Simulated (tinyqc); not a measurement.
Inside a calculation. Model: on-chip power grid, static voltage drop by conjugate gradients.

Program tinyqc, `OMP_NUM_THREADS=1 python tinyqc.py 2770137 2770138 out.jsonl`; Intel Xeon 2.30GHz, shared host, one thread, about 0.1 s. Printed values are rounded.

A grid of 4 rows and 4 columns, node k = 4 row + column. Neighbours in a row are joined by Rx, in a column by Ry; pad nodes, which reach the supply through Rp: 0, 3, 12, 15. Each node draws I0, node 8 draws kh I0. The drops u = Vdd - V solve G u = i, with G the conductance matrix (1/Rp added on the diagonal at pad nodes).

Values chosen for this exercise: supply voltage Vdd = 1 V; resistance of a horizontal segment Rx = 0.12 ohm; resistance of a vertical segment Ry = 0.64 ohm; resistance from a pad node to the supply Rp = 0.12 ohm; load current of an ordinary node I0 = 9.1 mA; factor on the load at the hot node kh = 5.

## Diagonal of G, loads and first direction

G_kk = sum of the conductances at node k. Start u = 0, so the residual is r = i; z = r/G_kk (Jacobi preconditioner), p = z.

G_kk (S):
```
          col 0     col 1     col 2     col 3
row 0  18.22917  18.22917  18.22917  18.22917
row 1  11.45833  19.79167  19.79167  11.45833
row 2  11.45833  19.79167  19.79167  11.45833
row 3  18.22917  18.22917  18.22917  18.22917
```

r at the start (mA):
```
       col 0  col 1  col 2  col 3
row 0    9.1    9.1    9.1    9.1
row 1    9.1    9.1    9.1    9.1
row 2   45.5    9.1    9.1    9.1
row 3    9.1    9.1    9.1    9.1
```

p at the start (mV):
```
           col 0      col 1      col 2      col 3
row 0     0.4992     0.4992     0.4992     0.4992
row 1  0.7941818  0.4597895  0.4597895  0.7941818
row 2   3.970909  0.4597895  0.4597895  0.7941818
row 3     0.4992     0.4992     0.4992     0.4992
```

## Iteration 1: conjugate-gradient step

u at the start (mV):
```
       col 0  col 1  col 2  col 3
row 0      0      0      0      0
row 1      0      0      0      0
row 2      0      0      0      0
row 3      0      0      0      0
```

q = G p; with z = r/G_kk: a = (r.z)/(p.q); u(new) = u + a p; r(new) = r - a q; b = (r.z)(new)/(r.z); p(new) = z(new) + b p.

q (mA):
```
          col 0      col 1     col 2    col 3
row 0   3.69909    0.06158   0.06158  3.69909
row 1  -1.71612   -2.84818  -2.84818  3.24751
row 2  39.64751  -29.32091  -2.84818  3.24751
row 3  -1.26455    0.06158   0.06158  3.69909
```

a = 1.716023

u after iteration 1 (mV):
```
          col 0     col 1     col 2     col 3
row 0  0.856638  0.856638  0.856638  0.856638
row 1  1.362834  0.789009  0.789009  1.362834
row 2  6.814170  0.789009  0.789009  1.362834
row 3  0.856638  0.856638  0.856638  0.856638
```

r after iteration 1 (mA):
```
           col 0     col 1     col 2    col 3
row 0    2.75228   8.99433   8.99433  2.75228
row 1   12.04491  13.98754  13.98754  3.52720
row 2  -22.53603  59.41534  13.98754  3.52720
row 3   11.26999   8.99433   8.99433  2.75228
```

b = 1.147631

p after iteration 1 (mV):
```
          col 0     col 1     col 2     col 3
row 0  0.723879  1.066300  1.066300  0.723879
row 1  1.962619  1.234408  1.234408  1.219255
row 2  2.590356  3.529707  1.234408  1.219255
row 3  1.191137  1.066300  1.066300  0.723879
```

## Iteration 2: conjugate-gradient step

As before.

q (mA):
```
          col 0     col 1      col 2    col 3
row 0   1.24329   2.59084    2.59084  2.40479
row 1   7.02312  -9.39217    0.38894  0.64776
row 2  -4.66080  34.39089  -18.73856  0.64776
row 3   8.78016  -4.88937    2.59084  2.40479
```

a = 2.705558

u after iteration 2 (mV):
```
          col 0     col 1    col 2    col 3
row 0   2.81514   3.74158  3.74158  2.81514
row 1   6.67281   4.12877  4.12877  4.66160
row 2  13.82253  10.33884  4.12877  4.66160
row 3   4.07933   3.74158  3.74158  2.81514
```

r after iteration 2 (mA):
```
           col 0      col 1     col 2     col 3
row 0   -0.61150    1.98465   1.98465  -3.75403
row 1   -6.95656   39.39860  12.93526   1.77465
row 2   -9.92596  -33.63121  64.68580   1.77465
row 3  -12.48524   22.22281   1.98465  -3.75403
```

b = 1.387282

p after iteration 2 (mV):
```
          col 0     col 1     col 2     col 3
row 0  0.970679  1.588132  1.588132  0.798289
row 1  2.115589  3.703138  2.366042  1.846330
row 2  2.727289  3.197438  4.980807  1.846330
row 3  0.967538  2.698340  1.588132  0.798289
```

## Iteration 3: conjugate-gradient step

As before.

q (mA):
```
           col 0      col 1     col 2      col 3
row 0    1.15463    1.84074   5.36654   -1.56717
row 1  -12.39644   28.46689  -9.68161   -2.69337
row 2   -0.21251  -10.95382  50.36867  -24.48308
row 3   -9.11014   22.89524  -7.97076   -1.56717
```

a = 1.496502

u after iteration 3 (mV):
```
          col 0     col 1     col 2    col 3
row 0   4.26776   6.11822   6.11822  4.00978
row 1   9.83880   9.67052   7.66956  7.42464
row 2  17.90392  15.12381  11.58256  7.42464
row 3   5.52725   7.77965   6.11822  4.00978
```

r after iteration 3 (mA):
```
          col 0      col 1      col 2     col 3
row 0  -2.33942   -0.77002   -6.04637  -1.40875
row 1  11.59473   -3.20215   27.42380   5.80529
row 2  -9.60794  -17.23881  -10.69100  38.41362
row 3   1.14811  -12.03994   13.91292  -1.40875
```

b = 0.5705206

p after iteration 3 (mV):
```
          col 0     col 1     col 2     col 3
row 0  0.425459  0.863821  0.574375  0.378160
row 1  2.218891  1.950924  2.735500  1.560013
row 2  0.717464  0.953191  2.301476  4.405830
row 3  0.614982  0.878981  1.669285  0.378160
```

## Course of the conjugate-gradient iteration

Stop when |r| is below 1e-9 mA.

Course of the iteration:
```
iteration  largest u (mV)  |r| (mA)
1                6.814170      72.6
2                13.82253      88.8
3                17.90392      57.4
4                18.94775      34.2
5                18.88718      17.2
6                19.00391      9.78
7                19.07529      5.69
8                19.07419      3.51
9                19.05385      1.88
10               19.03853     0.845
11               19.02995     0.474
12               19.02034     0.115
13               19.01889    0.0618
14               19.01780    0.0300
15               19.01750    0.0103
16               19.01741   < 1e-11
```

Converged in 16 iterations for 16 unknowns; in exact arithmetic the method needs at most 16. The condition number of the scaled matrix is 33.0. Gauss-Seidel sweeps in node order need 204 to reach the same residual.

## Worst drop, pad currents and power lost

converged u (mV):
```
          col 0     col 1     col 2     col 3
row 0   5.22489   7.58070   7.53237   5.13129
row 1  14.70268  14.57875  14.25635  13.86846
row 2  19.01741  16.81135  15.50555  14.71292
row 3   5.97777   8.41861   8.19380   5.50605
```

Pad current u/Rp; worst drop as a share of Vdd; power lost in the grid and pads sum_k i_k u_k; power delivered sum_k i_k (Vdd - u_k).

worst drop = 19.01741 mV
share of Vdd = 1.901741 %
pad currents (mA): node 0 43.54076, node 3 42.76078, node 12 49.81474, node 15 45.88371
power lost = 2.303106 mW
power delivered = 179.6969 mW

The pad currents add up to the total load, 182.0 mA. The worst drop is at node 8; the hot node is 8.
